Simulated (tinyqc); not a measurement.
Inside a calculation. Model: surface potential of a MOS transistor: implicit equation and explicit approximations.

tinyqc, about 0.01 s, one thread, Intel Xeon 2.30GHz (shared host): `OMP_NUM_THREADS=1 python tinyqc.py 2122185 2122186 out.jsonl` Printed values are rounded.

p-type body, charge-sheet picture, depletion and inversion only, full ionisation (an idealisation for deep acceptors), Boltzmann statistics (rough once Na exp(x - xn) passes about Nc/7). In units of Vt: xg = (Vg - Vfb)/Vt, x = psi/Vt, G = gamma/sqrt(Vt), xn = (2 phiF + Vc)/Vt. The implicit equation is (xg - x)^2 = G^2 [x - 1 + exp(x - xn)] for x above about 3. Cox = eps0 eox/tox.

Values chosen for this exercise; band and dielectric values close to those of 4H silicon carbide:
- T = 350 K (temperature)
- Eg = 3.24 eV (band gap)
- eps_r = 9.83 (relative permittivity)
- Nc = 2.13e19 cm^-3 (conduction-band density of states at T)
- Nv = 3.2e19 cm^-3 (valence-band density of states at T)
- eox = 3.9 (relative permittivity of the gate insulator (close to silicon dioxide))
- tox = 13 nm (insulator thickness)
- Na = 5.8e17 cm^-3 (acceptor density)
- Vfb = -0.62 V (flat-band voltage)
- Vc = 0 V (channel-body voltage)
- Vg = 5.8 V (gate-body voltage)

Constants: q = 1.602176634e-19 C, kB = 1.380649e-23 J/K, Vt = kB T/q, eps0 = 8.8541878128e-14 F/cm where lengths are in cm. Results are converted to the units shown.

Range of the model: The electron quasi-Fermi level lies less than 2 Vt below the band edge at the surface, or above it, where degeneracy and confinement, left out, matter.

## Scales

ni = sqrt(Nc Nv) exp(-Eg/(2 Vt)), Eg in volts; phiF = Vt ln(Na/ni); gamma = sqrt(2 q eps0 eps_r Na)/Cox; VT = Vfb + Vt (xn + G sqrt(xn - 1)).

phiF = 1.50518 V
gamma = 1.51414 V^0.5
G = 8.71856
xn = 99.8108
VT = 5.00425 V
xg = 212.860

## Explicit approximation

Depletion value a = 1 + [sqrt(G^2/4 + xg - 1) - G/2]^2; inversion value b = xn + ln[(xg - xn)^2/G^2 - xn + 1] and first guess y = min(a, b) - ln(1 + exp(-|a - b|)) if a > xn + 1, else b = y = a; one second-order correction with D = exp(y - xn), p = 2 (xg - y) + G^2 (1 + D), w = (xg - y)^2 - G^2 (y - 1 + D): z = y + 2 w/(p + sqrt(p^2 - 2 (2 - G^2 D) w)), or the Newton step z = y + w/p where the root is not real.

a = 118.395
b = 104.050
y = 104.050
p = 5562.82
w = -1262.60
z = 103.791

The root of the implicit equation is x = 103.794; y misses it by 0.26 and z by -0.0033, in units of Vt.

## Starting value

x = a rounded to two decimals.

x at the start = 118.4

## Iteration 1: new x

D = exp(x - xn), f = (xg - x)^2 - G^2 (x - 1 + D), f' = -2 (xg - x) - G^2 (1 + D), x(new) = x - f/f'.

D = 1.18357e8
f = -8.99670e9
f' = -8.99670e9
x after iteration 1 = 117.400

## Iteration 2: new x

As before.

D = 4.35411e7
f = -3.30970e9
f' = -3.30970e9
x after iteration 2 = 116.400

## Iteration 3: new x

As before.

D = 1.60179e7
f = -1.21757e9
f' = -1.21757e9
x after iteration 3 = 115.400

## Course of the iteration

Stop when the step is below 1e-11, or after 60 iterations.

Course of the iteration:
```
iteration	x before the step	step
1	118.4	-1.00
2	117.400	-1.00
3	116.400	-1.00
4	115.400	-1.00
5	114.400	-1.00
6	113.400	-1.00
7	112.400	-1.00
8	111.400	-1.00
9	110.400	-0.999
...	...	...
12	107.411	-0.978
13	106.433	-0.937
14	105.496	-0.829
15	104.667	-0.591
16	104.076	-0.247
17	103.828	-0.0338
18	103.795	-5.45e-4
19	103.794	-1.39e-7
20	103.794	0
```

Converged in 20 iterations. In 12 iterations the step is within 5 % of -1, the mark of an exponential that dominates f.

## Potential, charges and gate control

converged x = 103.794

psi = Vt x; N_dep = Cox Vt G sqrt(x - 1)/q; N_inv = (Cox Vt G/q) [sqrt(x - 1 + exp(x - xn)) - sqrt(x - 1)]; dpsi/dVg = 1/[1 + G^2 (1 + exp(x - xn))/(2 (xg - x))].

psi = 3.13050 V
N_dep = 4.42007e12 cm^-2
N_inv = 1.0336e12 cm^-2
dpsi/dVg = 0.0498497

psi lies 4.0 Vt above 2 phiF + Vc.
